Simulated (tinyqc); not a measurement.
Error of each scheme against the width: smearing for a one-band metal on the square lattice.

Lattice vectors (units of a): a1 = (1, 0), a2 = (0, 1). E(k) = -t A_1(k) - t2 A_2(k), A_m the sum of cos(k . R) over the 4 nearest and 4 second lattice vectors. Mesh k = sum (j_i/N) b_i, j_i = 0 .. N-1.

With x = (E_k - mu)/sigma: Fermi-Dirac f = 1/(1 + exp(x)), s = -f ln f - (1 - f) ln(1 - f); Gaussian f = erfc(x)/2, s = exp(-x^2)/(2 sqrt(pi)); Methfessel-Paxton (first order) f = erfc(x)/2 - x exp(-x^2)/(2 sqrt(pi)), s = (1 - 2 x^2) exp(-x^2)/(4 sqrt(pi)); cold (Marzari-Vanderbilt) with y = x + 1/sqrt(2), f = erfc(y)/2 + exp(-y^2)/sqrt(2 pi), s = y exp(-y^2)/sqrt(2 pi). With weights w = points/N^d (d the dimension), mu solves 2 sum w f = ne; E = 2 sum w f E_k, S = 2 sum w s, F = E - sigma S.

Inputs chosen for the exercise: t = 0.85 eV (nearest hopping); t2 = -0.19 eV (second hopping); ne = 0.47 (electrons per cell).

All on the dense mesh N = 200. The reference is F of first-order Methfessel-Paxton smearing with sigma = 0.05 t on the mesh N = 200; it moves by 0.00 meV on the mesh N = 250, so errors below a few times that are not resolved.

Errors (meV per cell):
```
sigma (eV)     FD F  FD (E+F)/2  Gauss F  Gauss (E+F)/2  MP F  cold F
0.085         -5.17        0.04    -0.78           0.00  0.00   -0.01
0.128        -11.75        0.18    -1.76           0.00  0.00   -0.04
0.170        -21.09        0.34    -3.13           0.01  0.01   -0.09
0.340        -84.05       -3.08   -12.64           0.17  0.22   -0.64
0.510       -178.77      -18.79   -28.87           0.60  0.82   -2.10
0.680       -294.54      -46.89   -51.84           0.52  0.97   -5.60
```

Give the missing row, sigma (eV) = 0.255.

Computed row:
```
sigma (eV)    FD F  FD (E+F)/2  Gauss F  Gauss (E+F)/2  MP F  cold F
0.255       -47.79       -0.16    -7.07           0.05  0.06   -0.28
```

reference = -0.93103 eV

Doubling sigma from 0.170 to 0.340 eV multiplies the error of F by 4.0 (Fermi-Dirac) and 4.0 (Gaussian); a pure sigma^2 term would give 4. At the smallest width Fermi-Dirac errs 6.6 times as much as Gaussian, against 2 pi^2/3 = 6.6 for the ratio of the sigma^2 terms at equal sigma. At the largest width the sizes of the errors rank Gauss (E+F)/2 0.5, MP F 1.0, cold F 5.6, FD (E+F)/2 46.9, Gauss F 51.8, FD F 294.5 meV; the reference is good to about 0.01 meV.

(tinyqc, `OMP_NUM_THREADS=1 python tinyqc.py 1682163 1682164 out.jsonl`, Intel(R) Xeon(R) Processor @ 2.30GHz, 1 thread, shared host, about 0.08 s.)
